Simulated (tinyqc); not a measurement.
Worked calculation: sp3 tight binding, zinc-blende lattice. One step of it, computed by the program tinyqc.

Task: Levels at G. Diagonalise the Hermitian matrix.

H(k) at G (eV):
```
             a s       a px       a py       a pz         c s       c px       c py       c pz
a s   -14.440000   0.000000   0.000000   0.000000   -7.197808   0.000000   0.000000   0.000000
a px    0.000000  -6.180000   0.000000   0.000000    0.000000   1.744923   0.000000   0.000000
a py    0.000000   0.000000  -6.180000   0.000000    0.000000   0.000000   1.744923   0.000000
a pz    0.000000   0.000000   0.000000  -6.180000    0.000000   0.000000   0.000000   1.744923
c s    -7.197808   0.000000   0.000000   0.000000  -14.440000   0.000000   0.000000   0.000000
c px    0.000000   1.744923   0.000000   0.000000    0.000000  -6.180000   0.000000   0.000000
c py    0.000000   0.000000   1.744923   0.000000    0.000000   0.000000  -6.180000   0.000000
c pz    0.000000   0.000000   0.000000   1.744923    0.000000   0.000000   0.000000  -6.180000
```

Give: eigenvalues.

Result:

eigenvalues (eV): -21.6378  -7.9249  -7.9249  -7.9249  -7.2422  -4.4351  -4.4351  -4.4351
